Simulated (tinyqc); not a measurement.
## MOSFET in the linear regime without short-channel effects, parameter extraction from computed curves: extraction methods against the first mobility attenuation factor

Inversion charge Q = Cox n Vt W0(exp((Vg - VT)/(n Vt))), W0 the Lambert function and n = nf; u = Q/Cox; mobility mu = mu0/(1 + th1 u + th2 u^2); channel resistance Rch = (L - dL)/(W mu Q); Id = Vd/(Rch + Rsd/W). Cox = eps0 eox/tox. Small Vd, no channel-length or drain effects.

From the continuous curve Id(Vg): tangent at peak gm (V_ext = Vg - Id/gm); constant current Id = 0.1 uA W/L; peak of d2Id/dVg2; Y = Id/sqrt(gm) drawn through Vg = VT + 0.6 and VT + 0.8 V, with intercept VT_Y and slope s. Mobilities gm,max L/(W Cox Vd) and s^2 L/(W Cox Vd) with the drawn L. Last column: share of Rsd/W in the total resistance at VT + 0.8 V.

Inputs (values chosen for the exercise); channel values of the order met in silicon transistors:
```
symbol  value        unit                                                                 meaning
T         300           K                                                             temperature
eox      8.79              relative permittivity of the gate insulator (close to aluminium oxide)
tox       2.7          nm                                                     insulator thickness
mu0       100  cm^2/(V s)                                                      low-field mobility
th2         0       1/V^2                                      second mobility attenuation factor
VT       0.55           V                                                       threshold voltage
nf       1.22                                                                         body factor
W         0.5          um                                                              gate width
L       0.074          um                                                       drawn gate length
dL      0.008          um                                             drawn less effective length
Rsd       290      ohm um                                            source plus drain resistance
Vd      0.025           V                                                           drain voltage
```

Constants: q = 1.602176634e-19 C, kB = 1.380649e-23 J/K, Vt = kB T/q, eps0 = 8.8541878128e-14 F/cm where lengths are in cm. Results are converted to the units shown.

Extraction methods against the first mobility attenuation factor:

| th1 (1/V) | V_ext (V) | constant current (V) | second derivative (V) | VT_Y (V) | mobility from gm (cm^2/(V s)) | mobility from Y (cm^2/(V s)) | series share (%) |
|---|---|---|---|---|---|---|---|
| 0 | 0.538 | 0.534 | 0.537 | 0.595 | 67.2 | 101 | 47.1 |
| 0.2 | 0.536 | 0.534 | 0.536 | 0.595 | 64.8 | 101 | 43.8 |
| 0.4 | 0.533 | 0.534 | 0.535 | 0.595 | 62.8 | 101 | 41.0 |
| 0.6 | 0.531 | 0.534 | 0.534 | 0.595 | 60.9 | 101 | 38.5 |
| 0.8 | 0.529 | 0.534 | 0.533 | 0.595 | 59.2 | 101 | 36.3 |
| 1 | 0.528 | 0.534 | 0.532 | 0.595 | 57.7 | 101 | 34.3 |
| 1.2 | 0.526 | 0.534 | 0.532 | 0.595 | 56.2 | 101 | 32.6 |

Read the table: what changes, and by how much?

The model has VT = 0.55 V and mu0 = 100 cm^2/(V s). Over the table the extracted thresholds move by 12 mV (tangent), 0.67 mV (constant current), 5.0 mV (second derivative), under 0.5 mV (Y function). The mobility from gm falls from 67.2 to 56.2 and that from Y stays near 101 cm^2/(V s).

Numbers from tinyqc (`OMP_NUM_THREADS=1 python tinyqc.py 2210037 2210038 out.jsonl`; about 0.01 s on one thread of a shared Intel Xeon 2.30GHz).
